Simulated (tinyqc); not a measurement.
## Free and trapped electrons in a MOS channel with a dense trap tail: free and trapped charge against gate voltage

p-type body, charge-sheet picture, full ionisation (an idealisation for deep acceptors), Boltzmann statistics for free electrons. e = Ec - EF at the surface. Acceptor-like traps of density D(E) = D0 + De exp(-E/Ew) at depth E below Ec, from 0 to Eu, hold n_t = integral of D(E)/(1 + exp((e - E)/Vt)). psi = Eg - Vt ln(Nv/Na) - e; N_dep = sqrt(2 eps0 eps_r Na (psi - Vt)/q); n_f = sqrt(N_dep^2 + 2 eps0 eps_r Vt Nc exp(-e/Vt)/q) - N_dep; Vg = Vfb + psi + q (N_dep + n_t + n_f)/Cox, Cox = eps0 eox/tox.

Free share n_f/(n_f + n_t); swing ln 10 n_f/(dn_f/dVg); field-effect mobility mf q (dn_f/dVg)/Cox, for a constant mf; oxide field q (N_dep + n_t + n_f)/(eps0 eox).

Values chosen for this exercise; band and dielectric values close to those of silicon:
- T = 300 K (temperature)
- Eg = 1.12 eV (band gap)
- eps_r = 11.8 (relative permittivity)
- Nc = 2.83e19 cm^-3 (conduction-band density of states at T)
- Nv = 2.67e19 cm^-3 (valence-band density of states at T)
- eox = 3.9 (relative permittivity of the insulator)
- tox = 30 nm (insulator thickness)
- Na = 3.5e15 cm^-3 (acceptor density)
- Vfb = -0.73 V (flat-band voltage without trapped charge)
- D0 = 1.5e11 cm^-2 eV^-1 (constant background density of acceptor-like traps)
- De = 4.9e13 cm^-2 eV^-1 (density of the tail at the conduction edge)
- Ew = 0.05 eV (decay energy of the tail)
- Eu = 0.89 eV (depth below Ec down to which the traps reach)
- mf = 230 cm^2/(V s) (mobility of free electrons)

Constants: q = 1.602176634e-19 C, kB = 1.380649e-23 J/K, Vt = kB T/q, eps0 = 8.8541878128e-14 F/cm where lengths are in cm. Results are converted to the units shown.

Result of one run:
```
Vg (V)	e (eV)	n_f (cm^-2)	n_t (cm^-2)	free share (%)	swing (mV/decade)	field-effect mobility (cm^2/(V s))	oxide field (MV/cm)
4.2	0.03780	1.305e12	1.431e12	47.71	6808	141.4	1.360
```

What becomes of these results when the gate voltage Vg is changed from 4.2 to 2.4 V, all else the same?

Result of the changed run:
```
Vg (V)	e (eV)	n_f (cm^-2)	n_t (cm^-2)	free share (%)	swing (mV/decade)	field-effect mobility (cm^2/(V s))	oxide field (MV/cm)
2.4	0.07332	5.820e11	8.909e11	39.51	3691	116.2	0.7715
```

The whole series:
```
Vg (V)	e (eV)	n_f (cm^-2)	n_t (cm^-2)	free share (%)	swing (mV/decade)	field-effect mobility (cm^2/(V s))	oxide field (MV/cm)
0	0.4449	1.160e6	6.731e10	0.001723	89.31	0.009573	0.09533
0.6	0.1722	3.155e10	2.315e11	11.99	412.2	56.42	0.2044
1.2	0.1178	1.819e11	4.662e11	28.07	1418	94.55	0.3863
1.8	0.09138	3.723e11	6.847e11	35.22	2557	107.3	0.5775
2.4	0.07332	5.820e11	8.909e11	39.51	3691	116.2	0.7715
3	0.05933	8.075e11	1.085e12	42.68	4782	124.5	0.9668
3.6	0.04776	1.049e12	1.265e12	45.32	5821	132.8	1.163
4.2	0.03780	1.305e12	1.431e12	47.71	6808	141.4	1.360
4.8	0.02900	1.579e12	1.581e12	49.95	7751	150.1	1.557
```

n_f reaches 1e11 cm^-2 at Vg = 0.906 V, against 0.414 V without traps. The free share rises from 0.00172 to 50.0 % and the field-effect mobility rises from 0.00957 to 150 cm^2/(V s), although mf = 230 is constant: in the last row 65.3 % of Cox dVg goes into free electrons. The swing in the first row is 89.3 mV a decade (Vt ln 10 = 59.5). For Vg = 3.6, 4.2, 4.8 EF lies less than 2 Vt below the band edge, or above it, where degeneracy and confinement, left out, matter.

Program tinyqc, `OMP_NUM_THREADS=1 python tinyqc.py 2222190 2222191 out.jsonl`; Intel Xeon 2.30GHz, shared host, one thread, about 0.02 s.
